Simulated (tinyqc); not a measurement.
Rate against temperature: collinear exchange A + BC -> AB + C on a London-Eyring-Polanyi-Sato surface: saddle, string of images and rate. Computed by tinyqc, a small Python program. Command: `OMP_NUM_THREADS=1 python tinyqc.py 3113912 3113913 out.jsonl leps walk`. One thread of a shared host (Intel(R) Xeon(R) Processor @ 2.30GHz), about 0.03 s of CPU time with the checks.

x = r(AB), y = r(BC), r(AC) = x + y. V is counted from separated atoms, the barrier from A + BC, that is V + D(BC).

Inputs (values chosen for the exercise, bond data loosely for abstraction of hydrogen from a Si-H bond by a hydrogen atom; the barrier is not fitted):
```
quantity            value           unit
D(AB)                4.73             eV
r0(AB)              0.742       angstrom
beta(AB)             1.94     1/angstrom
D(BC)                3.97             eV
r0(BC)               1.48       angstrom
beta(BC)             1.52     1/angstrom
D(AC)                4.05             eV
r0(AC)               1.48       angstrom
beta(AC)             1.52     1/angstrom
Sato parameter S     0.17              -
mass of A           1.008              u
mass of B           1.008              u
mass of C           28.09              u
temperature T         700              K
step of the string   0.02  angstrom^2/eV
```

Constants: nu for 1 eV/(angstrom^2 u) = 15.6333042 THz; h x 1 THz = 4.135667696 meV; k_B = 1.380649e-23 J/K; u = 1.6605390666e-27 kg; k_B = 8.617333262e-05 eV/K.

Method:
- For each pair, with u = exp(-beta (r - r0)): Q = D [(3 + S) u^2 - (2 + 6 S) u]/(4 (1 + S)), J = D [(1 + 3 S) u^2 - (6 + 2 S) u]/(4 (1 + S)); V = Q1 + Q2 + Q3 - sqrt(((J1 - J2)^2 + (J2 - J3)^2 + (J3 - J1)^2)/2).
- String of 9 images between the fixed ends (r0(AB) + 2, r0(BC)) and (r0(AB), r0(BC) + 2), started on the two straight legs through (r0(AB) + 0.3, r0(BC) + 0.3): each iteration moves the inner images by -step x gradient (central differences) and spaces them evenly again along the broken line (coordinates are kept between 0.2 and 8 angstrom); stop when no coordinate changes by more than 1e-5 angstrom, at most 400 iterations.
- From the highest inner image, z -> z - H^-1 g with gradient g and Hessian H by central differences, steps capped at 0.15 angstrom, 12 steps.
- Wilson matrix G = [[1/m_A + 1/m_B, -1/m_B], [-1/m_B, 1/m_B + 1/m_C]]; eigenvalues lambda of G H give nu = 15.6333042 THz x sqrt(|lambda|), the negative one being imaginary. Reactant: nu_BC from k = 2 D beta^2 and 1/m_B + 1/m_C. Skew angle: cos = sqrt(m_A m_C/((m_A + m_B)(m_B + m_C))).
- One-dimensional rate constant without tunnelling, k = sqrt(k_B T/(2 pi mu)) [sinh(h nu_BC/(2 k_B T))/sinh(h nu_s/(2 k_B T))] exp(-barrier/(k_B T)) with mu = m_A (m_B + m_C)/(m_A + m_B + m_C); Wigner factor 1 + (h nu_i/(k_B T))^2/24; adiabatic barrier = barrier + h (nu_s - nu_BC)/2.

nu_BC = 67.8782 THz

real frequency at the saddle = 36.2710 THz

barrier = 0.178269 eV

imaginary frequency = 42.1669 THz

adiabatic barrier = 0.112911 eV

Rates; the last column is k_B T^2 d ln k/dT:
```
T (K)    k (cm/s)  Wigner factor  activation energy (eV)
300    8.1196e+02         2.8960                 0.12629
400    2.8210e+03         2.0665                 0.13202
550    8.3102e+03         1.5641                 0.14247
750    1.9253e+04         1.3034                 0.15786
1000   3.6657e+04         1.1706                 0.17667
1400   6.8590e+04         1.0871                 0.20367
2000   1.1839e+05         1.0427                 0.23867
```

What follows from these numbers?

The activation energy goes from 0.126 eV at 300 K, near the adiabatic barrier plus k_B T/2 (0.126), to 0.239 eV at 2000 K; the classical limit is the barrier plus k_B T/2 (0.264).

Extremes, crossings and ranges named in words are read from the listed rows.
